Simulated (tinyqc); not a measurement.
Abrupt p-n junction, non-linear Poisson equation by Newton steps: starts and damping rules compared.

One dimension, p side on the left, n side on the right; net doping C = -Na for x < 0 and +Nd for x > 0. The potential psi is counted from the intrinsic level, and the quasi-Fermi potentials are flat: 0 for holes and -V for electrons, so n = ni exp((psi + V)/Vt) and p = ni exp(-psi/Vt) (Boltzmann statistics, full ionisation, no current). Under reverse bias this makes the minority densities vanishingly small everywhere; they play no part in the charge.

a_i = eps0 eps_r/h_i for the interval from node i to i + 1, with h_i = x_(i+1) - x_i in cm.

n_i = ni exp((psi_i + V)/Vt), p_i = ni exp(-psi_i/Vt), rho_i = p_i - n_i + C_i, g_i = (n_i + p_i)/Vt. Box widths w_i = (h_(i-1) + h_i)/2 in cm. Residual F_i = a_i (psi_(i+1) - psi_i) - a_(i-1) (psi_i - psi_(i-1)) + q rho_i w_i; Jacobian: a_(i-1) and a_i beside the diagonal, b_i = -a_(i-1) - a_i - q g_i w_i on it. The two end nodes are fixed.

Iterations until the largest undamped |d| is below 1e-9 V (the last, tiny step is counted), with a cap of 100; "overflow" would mean that an exponential left the range of double precision. Starts:
- neutral: psi_p = -Vt ln(Na/ni) on nodes with x < 0 and psi_n = Vt ln(Nd/ni) - V on the others.
- depletion: The parabolas of an abrupt Na-Nd junction in the depletion approximation: psi_p + q Na (x + xp)^2/(2 eps0 eps_r) for -xp < x < 0, psi_n - q Nd (xn - x)^2/(2 eps0 eps_r) for 0 < x < xn, flat outside, with W = sqrt(2 eps0 eps_r (psi_n - psi_p)(1/Na + 1/Nd)/q), xp = W Nd/(Na + Nd), xn = W Na/(Na + Nd), psi_p = -Vt ln(Na/ni), psi_n = Vt ln(Nd/ni) - V.
- linear: A straight line in x from psi_p = -Vt ln(Na/ni) at the first node to psi_n = Vt ln(Nd/ni) - V at the last.

Rules for the step d, which solves the tridiagonal system a_(i-1) d_(i-1) + b_i d_i + a_i d_(i+1) = -F_i:
- full Newton steps: the full step is added.
- logarithmic damping: each component d is damped to sign(d) Vt ln(1 + |d|/Vt) before it is added.
- steps capped at 4 Vt: if the largest |d| exceeds 4 Vt, the whole step is scaled down so that it equals 4 Vt.
- halved steps: half of the step is added while the largest |d| exceeds 1.5 Vt, the full step after that.

Inputs (values chosen for the exercise); band and dielectric values close to those of gallium nitride: temperature T = 273 K; band gap Eg = 3.42 eV; relative permittivity eps_r = 9.58; conduction-band density of states at T Nc = 1.99e18 cm^-3; valence-band density of states at T Nv = 4e19 cm^-3; acceptor density of the p side Na = 7.5e15 cm^-3; donor density of the n side Nd = 9.3e16 cm^-3; bias of the p side against the n side V = -3.4 V.

Constants: q = 1.602176634e-19 C, kB = 1.380649e-23 J/K, Vt = kB T/q, eps0 = 8.8541878128e-14 F/cm where lengths are in cm. Results are converted to the units shown.

```
node	x (nm)	net doping C (cm^-3)
0	-1670	-7.5e15
1	-950	-7.5e15
2	-534	-7.5e15
3	-295	-7.5e15
4	-158	-7.5e15
5	-79	-7.5e15
6	-33.6	-7.5e15
7	-7.5	-7.5e15
8	7.5	9.3e16
9	23.9	9.3e16
10	42	9.3e16
11	61.7	9.3e16
12	83.4	9.3e16
13	107	9.3e16
14	133	9.3e16
15	162	9.3e16
16	193	9.3e16
```

ni = 2.41332e-13 cm^-3

Iterations needed:
```
	full Newton steps	logarithmic damping	steps capped at 4 Vt	halved steps
neutral	9	64	66	14
depletion	5	6	5	5
linear	89	36	38	50
```

What do the numbers show?

The fewest iterations, 5, are needed by full Newton steps from the depletion start and steps capped at 4 Vt from the depletion start and halved steps from the depletion start. Every pairing converges. Lowest count for the worst start: halved steps, at most 50 iterations.

Numbers from tinyqc (`OMP_NUM_THREADS=1 python tinyqc.py 2000051 2000052 out.jsonl`; about 0.04 s on one thread of a shared Intel Xeon 2.30GHz).
